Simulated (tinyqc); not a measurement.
A discretised effective-mass wire between two leads, recursive Green functions: one step of the calculation.

Finite differences on a grid of step a give a chain with hopping -t, t = C/(m a^2), C = hbar^2/(2 m0), and site energies 2 t + U_i for the N = 9 sites of the device; the semi-infinite leads have site energy 2 t. Each slice is one site, and V = -t couples neighbouring slices.

Question. States fed from the left, and the bond current. The full first column follows backwards from c_N = G_(N,1): c_i = G_(i,1)(forward) + g_i V^dagger c_(i+1). The density of states fed by the left lead is Gamma |c_i|^2/(2 pi), and the current on bond i is 2 t Gamma Im(c_(i+1) conj(c_i)) in units of T(E).

Inputs (values chosen for the exercise): effective mass m = 0.029 m0; grid step a = 0.77 nm.

Constants: q = 1.602176634e-19 C, hbar = 1.054571817e-34 J s, m0 = 9.1093837015e-31 kg, hbar^2/(2 m0) = 0.0380998212 eV nm^2. Results are converted to the units shown.

```
site	g_i (1/eV)	G_(i,1) of the forward pass (1/eV)
1	-0.41116914-0.18601977i	-0.41116914-0.18601977i
2	-0.35291036-0.12894181i	-0.26838596-0.26294617i
3	-0.30693823-0.06208668i	-0.14636339-0.21576203i
4	-0.27872708-0.02385689i	-0.07899125-0.14099665i
5	-0.26505477-0.00823742i	-0.04381999-0.08425280i
6	-0.26541174-0.00284950i	-0.02523929-0.04982718i
7	-0.28093053-0.00110423i	-0.01558965-0.03107939i
8	-0.31853677-0.00055013i	-0.01096583-0.02195592i
9	-0.43480578-0.87573787i	0.03204059-0.04243329i
```

Gamma = 1.8267372 eV

Give: c_i; density fed from the left; bond current.

Answer.

```
site	c_i (1/eV)	density fed from the left (1/eV)
1	-0.4348-0.8757i	0.2779
2	-0.3058-0.6187i	0.1385
3	-0.1889-0.3859i	0.0537
4	-0.1086-0.2281i	0.0186
5	-0.0596-0.1360i	0.0064
6	-0.0296-0.0871i	0.0025
7	-0.0082-0.0633i	0.0012
8	0.0117-0.0519i	0.0008
9	0.0320-0.0424i	0.0008
```

bond current, bond 1 to 8 (in units of 1e-3): 9.434  9.434  9.434  9.434  9.434  9.434  9.434  9.434

The bond current is the same on every bond and equals T(E): the current is conserved.

Computed by the program tinyqc: `OMP_NUM_THREADS=1 python tinyqc.py 2660031 2660032 out.jsonl`, one thread of a shared Intel Xeon 2.30GHz, about 0.02 s for the whole run.
